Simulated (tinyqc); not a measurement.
Sublattice potential against complex hopping: Haldane model. Computed by the program tinyqc. Command: `OMP_NUM_THREADS=1 python tinyqc.py 110661 110662 out.jsonl`; one thread of a shared host (Intel(R) Xeon(R) Processor @ 2.60GHz), about 0.08 s.

Honeycomb lattice:
```
parameter      value
t1 (eV)     2.470000
t2 (eV)     0.470000
phi (rad)  -2.410000
```

H_AA = delta - 2 t2 sum cos(k.b + phi), H_BB = -delta - 2 t2 sum cos(k.b - phi), H_AB = -t1 (1 + exp(-i k.a1) + exp(-i k.a2)), b = a1, a2 - a1, -a2, m = 3 sqrt3 t2 sin(phi); the sign of the Chern number follows the orientation k1 then k2.

Gaps at the two valleys (eV) and Chern number of the lower band (12 x 12 mesh):
```
delta   gap 2|delta - m|  gap 2|delta + m|  Chern number
-2.937             2.611             9.137             0
-2.121             0.979             7.505             0
-0.979             1.305             5.221             1
0.000              3.263             3.263             1
0.653              4.569             1.957             1
1.224              5.711             0.815             1
2.039              7.341             0.815             0
3.263              9.789             3.263             0
```

Here |m| = 1.6315 eV. For |delta| < |m| the two valleys have masses of opposite sign and the Chern number is +/-1; one gap closes at |delta| = |m|, and beyond it the band is trivial.
